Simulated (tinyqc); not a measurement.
Inside a calculation. Method: tight binding, honeycomb lattice. Computed by tinyqc, a small Python program that keeps every step. Settings: t1 = 1.86, t2 = 0.18, phi = 1.57, delta = 0, points = 6. Command: `OMP_NUM_THREADS=1 python tinyqc.py 28513 28514 out.jsonl` (the two numbers bound the seeds that draw the settings). One thread of a shared host (Intel(R) Xeon(R) Processor @ 2.60GHz), about 0.01 s of CPU time with the checks.

## Bloch Hamiltonian at k

Parameters chosen for this model:
```
parameter     value                        unit
t1         1.860000                 eV, nearest
t2         0.180000       eV, second neighbours
phi        1.570000  rad, phase of t2 (Haldane)
delta             0          eV, +/- on A and B
```

k point k (fractions of the reciprocal vectors): 0.450000  -0.140000

H_AB = -t1 (1 + exp(-i k.a1) + exp(-i k.a2)); H_AA = delta - 2 t2 sum cos(k.b + phi), H_BB = -delta - 2 t2 sum cos(k.b - phi), b = a1, a2 - a1, -a2.

H(k) at k (eV):
```
                     A                    B
A             0.581860  -1.276644-0.858383i
B  -1.276644+0.858383i            -0.581196
```

## Levels at k

Diagonalise the Hermitian matrix.

eigenvalues (eV): -1.644300  1.644964

weights |c|^2 of the basis functions:
```
     band 1    band 2
A  0.323204  0.676796
B  0.676796  0.323204
```

## Bloch Hamiltonian at K

k point K (fractions of the reciprocal vectors): 0.333333  0.666667

As before.

H(k) at K (eV):
```
          A          B
A  0.935737   0.000000
B  0.000000  -0.934877
```

## Levels at K

As before.

eigenvalues (eV): -0.934877  0.935737

weights |c|^2 of the basis functions:
```
     band 1    band 2
A  0.000000  1.000000
B  1.000000  0.000000
```

## Bands along a path

The same steps at evenly spaced points between the labelled ones.

Bands along the path (eV):
```
k             band 1    band 2
G          -5.580860  5.579140
G-K 0.25   -5.082483  5.081204
G-K 0.50   -3.733185  3.732898
G-K 0.75   -1.994206  1.994779
K          -0.934877  0.935737
K-M 0.25   -1.161032  1.161843
K-M 0.50   -1.517958  1.518664
K-M 0.75   -1.771232  1.771844
M          -1.859713  1.860287
M-K' 0.25  -1.771232  1.771844
M-K' 0.50  -1.517958  1.518664
M-K' 0.75  -1.161032  1.161843
K'         -0.934877  0.935737
```

With 1 band(s) filled, the highest filled level on these points lies at K and the lowest empty one at K: a gap of 1.8706 eV, direct.

## Chern number of the lower band

On a 6 x 6 mesh, the phase of the product of overlaps around each plaquette (k1 then k2); the sum over 2 pi is an integer.

plaquette phases (rad):
```
           1          2          3          4          5          6
1   0.000000  -0.004168  -0.082713  -0.131260   0.036650   0.014080
2  -0.004168  -0.036496  -0.126594  -0.684214   0.000000   0.036650
3  -0.082713  -0.126594  -0.275221  -0.859356  -0.684214  -0.131260
4  -0.131260  -0.684214  -0.859356  -0.275221  -0.126594  -0.082713
5   0.036650   0.000000  -0.684214  -0.126594  -0.036496  -0.004168
6   0.014080   0.036650  -0.131260  -0.082713  -0.004168   0.000000
```

Chern number = -1.000000
